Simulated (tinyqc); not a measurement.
# Worked calculation: transfer-length model of a contact

Numbers from tinyqc (`OMP_NUM_THREADS=1 python tinyqc.py 2760002 2760003 out.jsonl`; about 0.01 s on one thread of a shared Intel Xeon 2.30GHz). Printed values are rounded.

A metal contact of length d and width W on a thin layer of the same width. The metal has no resistance, the sheet resistance under it equals Rsh, and current enters the layer at the front edge x = 0.

Inputs (values chosen for the exercise):
- d = 0.0062 um (contact length)
- W = 0.76 um (contact width)

Range of the model: Lt is below 20 nm, near the thickness of a real layer, where current spreads in depth and the line model fails.

## Straight-line fit

| gap | L (um) | R_T (ohm) |
|---|---|---|
| 1 | 0.024 | 187.06 |
| 2 | 0.033 | 213.43 |
| 3 | 0.047 | 253.73 |
| 4 | 0.066 | 308.77 |
| 5 | 0.092 | 383.78 |

Pairs of such contacts at gaps L have R_T = Rsh L/W + 2 Rc. The values of R_T were made from Rsh and rc with a random scatter of 0.2 % and are treated as data. Least squares: slope = sum (L - mean L)(R_T - mean R_T)/sum (L - mean L)^2, intercept = mean R_T - slope mean L. Rsh = slope W, Rc = intercept/2, and A = Rc/slope is half the distance from the origin to the zero of the line.

slope = 2891.46 ohm/um
intercept = 117.841 ohm
Rsh = 2197.51 ohm/sq
Rc = 58.9206 ohm
A = 0.0203774 um

## Iteration 1: transfer length

Lt at the start = 0.0203774 um

A = Lt coth(d/Lt) is solved for Lt, starting from Lt = A. Lt(new) = sqrt(Lt A tanh(d/Lt)), the geometric mean of the old value and the plain step.

Lt after iteration 1 = 0.0110716 um

## Iteration 2: transfer length

As before.

Lt after iteration 2 = 0.0107053 um

## Course of the iteration

Stop when Lt changes by less than 1e-9 of itself, or after 40 iterations.

Course of the iteration:

| iteration | Lt (um) | relative change |
|---|---|---|
| 1 | 0.0110716 | 0.457 |
| 2 | 0.0107053 | 0.0331 |
| 3 | 0.0106716 | 3.15e-3 |
| 4 | 0.0106684 | 3.05e-4 |
| 5 | 0.0106680 | 2.96e-5 |
| 6 | 0.0106680 | 2.87e-6 |
| 7 | 0.0106680 | 2.79e-7 |
| 8 | 0.0106680 | 2.71e-8 |
| 9 | 0.0106680 | 2.63e-9 |
| 10 | 0.0106680 | 2.55e-10 |

Converged in 10 iterations.

## Contact resistivity

converged Lt = 0.0106680 um

rc = Rsh Lt^2. Short cuts: Rsh A^2 (long contact, Lt = A) and Rc W d (short contact, even current).

rc = 2.50091e-9 ohm cm^2
Rsh A^2 = 9.12494e-9 ohm cm^2
Rc W d = 2.77634e-9 ohm cm^2

The extracted rc is 0.036 % above the value 2.5e-9 ohm cm^2 that made the data. The long-contact form is 3.65 times the extracted value and the short-contact form 11 % above it; both can only overstate it.
